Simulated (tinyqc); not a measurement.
# Retention against time

Retention: filled traps are spread evenly in depth from E1 to E2, and each empties at the rate nu exp(-E/kB T). The share left is the mean of exp(-nu t exp(-E/kB T)) = [kB T/(E2 - E1)] [E1x(nu t exp(-E2/kB T)) - E1x(nu t exp(-E1/kB T))], E1x the exponential integral; traps shallower than about Ed = kB T ln(nu t) are empty.

Values chosen for this exercise:

| symbol | value | unit | meaning |
|---|---|---|---|
| T | 398 | K | storage temperature |
| E1 | 0.79 | eV | shallowest trap depth |
| E2 | 2.1 | eV | deepest trap depth |
| nu | 1e13 | 1/s | attempt frequency |

Constants: q = 1.602176634e-19 C, kB = 1.380649e-23 J/K, Vt = kB T/q. Results are converted to the units shown.

Retention against time:

| t (s) | Ed (eV) | share left |
|---|---|---|
| 1 | 1.0266 | 0.80425 |
| 100 | 1.1846 | 0.68368 |
| 10000 | 1.3425 | 0.56312 |
| 1e5 | 1.4215 | 0.50283 |
| 1e6 | 1.5005 | 0.44255 |
| 1e7 | 1.5794 | 0.38227 |
| 1e8 | 1.6584 | 0.32198 |
| 1e9 | 1.7374 | 0.26170 |

The share left falls from 0.804 to 0.262. Ed moves by 0.0790 eV a decade and reaches E1 at t = 0.00101 s; from then on the loss is linear in log t, 6.03 % a decade, until Ed comes within a few kB T of E2, which it reaches at 3.91e13 s.

Numbers from tinyqc (`OMP_NUM_THREADS=1 python tinyqc.py 2130033 2130034 out.jsonl`; about 0.07 s on one thread of a shared Intel Xeon 2.30GHz).
